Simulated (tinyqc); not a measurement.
Frequency dispersion of an accumulation capacitance by border traps, distributed model: two steps of the calculation.

Traps spread evenly through the insulator exchange electrons with the semiconductor by tunnelling, with tau(x) = t0 exp(2 ka x) at depth x from the interface. The admittance per area Y seen at depth x obeys dY/dx = -Y^2/(i w eps0 eox) + q Nb ln(1 + i w tau)/tau, with Y(0) = i w Cs and w = 2 pi f; the gate sees Y(tox) = G + i w C. Working variable y = Y/(i w), in uF/cm^2. Cox = eps0 eox/tox.

Values chosen for this exercise; permittivity close to that of hafnium oxide: relative permittivity of the insulator eox = 19.6; insulator thickness tox = 8.8 nm; semiconductor capacitance in accumulation Cs = 2.5 uF/cm^2; density of border traps Nb = 2.5e19 cm^-3 eV^-1; decay constant of the wave function in the insulator ka = 3.7 1/nm; time constant of a trap at the interface t0 = 2e-10 s; frequency f = 1000 Hz; depth down to which the steps are taken xe = 2.5 nm.

Constants: q = 1.602176634e-19 C, eps0 = 8.8541878128e-14 F/cm where lengths are in cm. Results are converted to the units shown.

Task 1. Midpoint steps through the active depth. In terms of y: dy/dx = -y^2/(eps0 eox) + s(x), s = q Nb ln(1 + z)/z, z = i w tau. 11 midpoint steps of h = xe/11: y_half = y + (h/2) y'(x, y), y(new) = y + h y'(x + h/2, y_half).

Find: x; s; y.

Result 1.

x, point 0 to 11 (nm): [0, 0.22727, 0.45455, 0.68182, 0.90909, 1.1364, 1.3636, 1.5909, 1.8182, 2.0455, 2.2727, 2.5000]
s, point 0 to 11 (uF/(cm^2 nm)): [0.40054+0.00000i, 0.40054+0.00000i, 0.40054-0.00001i, 0.40054-0.00004i, 0.40054-0.00021i, 0.40054-0.00113i, 0.40042-0.00607i, 0.39705-0.03221i, 0.32895-0.13019i, 0.11583-0.13368i, 0.02424-0.05115i, 0.00460-0.01447i]
y, point 0 to 11 (uF/cm^2): [2.5000+0.0000i, 2.5089+0.0000i, 2.5172+0.0000i, 2.5250+0.0000i, 2.5323+0.0000i, 2.5391-0.0001i, 2.5455-0.0007i, 2.5513-0.0038i, 2.5529-0.0194i, 2.5178-0.0538i, 2.4491-0.0694i, 2.3753-0.0711i]

Task 2. Capacitance and conductance at the gate. Beyond xe the traps are ignored, so 1/y(tox) = 1/y(xe) + (tox - xe)/(eps0 eox); C = Re y, G/w = -Im y, loss tangent G/(w C).

y at xe = 2.3753266-0.0710710i uF/cm^2

Find: y at the gate; C; G/w; loss tangent.

Result 2.

y at the gate = 1.2758-0.0205i uF/cm^2
C = 1.2758 uF/cm^2
G/w = 0.020488 uF/cm^2
loss tangent = 0.016060

Program tinyqc, `OMP_NUM_THREADS=1 python tinyqc.py 2202224 2202225 out.jsonl`; Intel Xeon 2.30GHz, shared host, one thread, about 0.5 s.
